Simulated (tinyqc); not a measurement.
# Ellipsometry and reflectance of a transparent film on an absorbing substrate, step by step

Computed by the program tinyqc: `OMP_NUM_THREADS=1 python tinyqc.py 2870201 2870202 out.jsonl`, one thread of a shared Intel Xeon 2.30GHz, about 0.4 s for the whole run. Printed values are rounded.

Air (index 1), film, substrate with N2 = n2 - i k2; time factor exp(+i w t). q_j = sqrt(N_j^2 - sin^2 th), root with positive real part. Fresnel coefficients r_s = (q_a - q_b)/(q_a + q_b), r_p = (N_b^2 q_a - N_a^2 q_b)/(N_b^2 q_a + N_a^2 q_b). tan(Psi) exp(i Delta) = R_p/R_s, Delta taken from 0 to 360 degrees.

Parameters, values chosen for the exercise; indices close to those of titanium dioxide on silicon:
- lam = 546.1 nm (wavelength)
- th = 75 degrees (angle of incidence)
- n1 = 2.397 (index of the transparent film)
- d = 140 nm (film thickness)
- n2 = 4.086 (index of the substrate)
- k2 = 0.031 (extinction coefficient of the substrate)

## Interface coefficients and thickness period

q0, q1, q2 and the coefficients r01 and r12 for p and s; the results repeat in d with the period lam/(2 q1).

q0 = 0.258819
q1 = 2.19376
q2 = 3.97019-0.03190i
r01,p = -0.191992
r01,s = -0.788942
r12,p = 0.232439-0.003376i
r12,s = -0.288216+0.003684i
period = 124.466 nm

## Psi, Delta and reflectances

beta = 2 pi d q1/lam, X = exp(-2 i beta), R = (r01 + r12 X)/(1 + r01 r12 X) for p and s.

beta = 3.53367 rad
X = 0.707992-0.706221i
R_p = -0.036403-0.170694i
R_s = -0.862549+0.056833i
Psi = 11.4150 degrees
Delta = 81.7310 degrees
|R_p|^2 = 0.0304617
|R_s|^2 = 0.747221

The bare substrate gives Psi = 2.771 and Delta = 175.25 degrees.
